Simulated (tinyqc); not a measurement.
Strain along [001]: shallow donor in effective-mass theory, with valley-orbit splitting.

Basis: the 1s envelopes of the valleys +x, -x, +y, -y, +z, -z. Diagonal E0 - D0, element -D2 between opposite valleys and -D1 between perpendicular ones. Strain along [001] adds 2 Ds/3 to the z valleys and -Ds/3 to the others.

Inputs chosen for the exercise (near those of a group-V donor in Si; shifted at random, so the results belong to these values and not to a real crystal):
- E0 = -32.8 meV (single-valley level)
- D0 = 7.4 meV (central-cell shift)
- D1 = 6.82 meV (coupling of perpendicular valleys)
- D2 = 5.4 meV (coupling of opposite valleys)

Ground level, gap to the next level, weight in the z valleys and contact density (sum of amplitudes)^2/6.

Results:
```
Ds (meV)  ground (meV)  gap (meV)  z weight  contact density  ground less band edge (meV)
-120           -128.99      14.19     0.970            0.504                       -48.99
-40             -82.45      20.98     0.782            0.795                       -55.78
-15             -74.22      29.42     0.518            0.965                       -64.22
-5              -73.02      34.89     0.391            0.996                       -69.69
0               -72.88      38.08     0.333            1.000                       -72.88
5               -73.01      36.54     0.282            0.997                       -71.34
15              -73.94      34.14     0.202            0.978                       -68.94
40              -78.79      30.66     0.094            0.911                       -65.46
120            -101.97      27.17     0.020            0.791                       -61.97
```

The scale is the A1-E splitting 6 D1 = 40.9 meV. The contact density is largest without strain and falls to 0.504 and 0.791 at the ends, towards 1/3 (two valleys) and 2/3 (four valleys). The binding below the lowest band edge drops from 72.9 meV to 49.0 meV when the two z valleys are lowest and to 62.0 meV when the four others are, since fewer valleys share the coupling.

Run: tinyqc, `OMP_NUM_THREADS=1 python tinyqc.py 1250323 1250324 out.jsonl`; Intel(R) Xeon(R) Processor @ 2.30GHz, one thread, shared host; about 0.01 s of CPU time with all checks.
